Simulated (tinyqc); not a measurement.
Magnetoresistance against angle.

Conductance G = G0 (1 + P1 P2 cos(phi)) at low bias, phi the angle between the magnetisations, normalised to Rp = RA/area at phi = 0.

Parameters, values chosen for the exercise: diameter Dm = 38 nm; spin polarisation of the reference layer P1 = 0.54; spin polarisation of the free layer P2 = 0.56; resistance-area product, parallel state RA = 4.3 ohm um^2.

Results:

| phi (degree) | R (kohm) | R/Rp - 1 (%) | share of the full TMR (%) |
|---|---|---|---|
| 0 | 3.792 | 0 | 0 |
| 20 | 3.845 | 1.420 | 1.638 |
| 45 | 4.068 | 7.297 | 8.416 |
| 70 | 4.475 | 18.03 | 20.80 |
| 110 | 5.508 | 45.26 | 52.21 |
| 135 | 6.281 | 65.66 | 75.74 |
| 160 | 6.898 | 81.94 | 94.51 |
| 180 | 7.079 | 86.70 | 100.0 |

Estimate the missing row, phi = 90 degree.

Computed row:

| phi (degree) | R (kohm) | R/Rp - 1 (%) | share of the full TMR (%) |
|---|---|---|---|
| 90 | 4.938 | 30.24 | 34.88 |

With this row back in the table: R rises from 3.79 to 7.08 kohm, TMR0 = 86.7 %. It is the conductance that follows cos(phi), so at 90 degrees R has covered only (1 - P1 P2)/2 = 34.9 % of its range.

Computed by the program tinyqc: `OMP_NUM_THREADS=1 python tinyqc.py 2450103 2450104 out.jsonl`, one thread of a shared Intel Xeon 2.30GHz, about 0.01 s for the whole run.
